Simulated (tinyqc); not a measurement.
Ways to converge the cycle: SCF convergence aids in the sto-3g basis, for H4, spin multiplicity 1. Computed by the program tinyqc with PySCF. RHF with one setting changed at a time; a run stops when the energy changes by less than 1e-09 hartree and the error matrix is below 1e-5. The start is random orbitals. Damping d keeps d of the old density; a shift (hartree) raises the virtual levels; DIIS n extrapolates F over n matrices.

Geometry (angstrom):
```
atom       x       y       z
H     0.0000  0.0000  0.0000
H     0.0000  0.0000  1.0270
H     0.0000  1.7060  0.0000
H     0.0000  1.7060  1.0270
```

lowest restricted solution found by these runs and by PySCF = -2.069519 hartree

Largest element of the error matrix X^T (FDS - SDF) X:
```
iteration    plain  damping 0.3  damping 0.6  shift 0.4   DIIS 3   DIIS 8
1          3.8e-01      3.8e-01      3.8e-01    3.8e-01  3.8e-01  3.8e-01
2          2.3e-01      2.6e-01      2.9e-01    4.3e-01  2.3e-01  2.3e-01
3          6.3e-02      1.5e-01      2.4e-01    2.4e-01  7.6e-02  7.6e-02
4          1.8e-02      7.6e-02      1.8e-01    1.2e-01  2.8e-03  2.8e-03
5          5.1e-03      3.8e-02      1.4e-01    5.9e-02  7.8e-04  5.6e-04
6          1.5e-03      1.9e-02      1.0e-01    3.0e-02  1.2e-04  7.5e-05
8          1.2e-04      4.7e-03      5.2e-02    7.7e-03  3.0e-06  8.6e-09
10         1.0e-05      1.2e-03      2.6e-02    2.1e-03        -        -
14               -      7.4e-05      6.7e-03    1.6e-04        -        -
20               -      1.2e-06      8.9e-04          -        -        -
30               -            -      3.1e-05          -        -        -
```

How each run ends:
```
run          iterations  E (hartree)         state
plain                11     -2.06952  lowest found
damping 0.3          20     -2.06952  lowest found
damping 0.6          43     -2.06952  lowest found
shift 0.4            19     -2.06952  lowest found
DIIS 3                8     -2.06952  lowest found
DIIS 8                8     -2.06952  lowest found
```

What does the comparison show, and why?

6 of 6 runs reach the lowest restricted solution found, in 8 to 43 iterations (fastest: DIIS 3, DIIS 8). Plain steps already contract here, so damping only slows them. DIIS 3 and DIIS 8 gain by cancelling the error over several earlier matrices, much as a quasi-Newton step does.
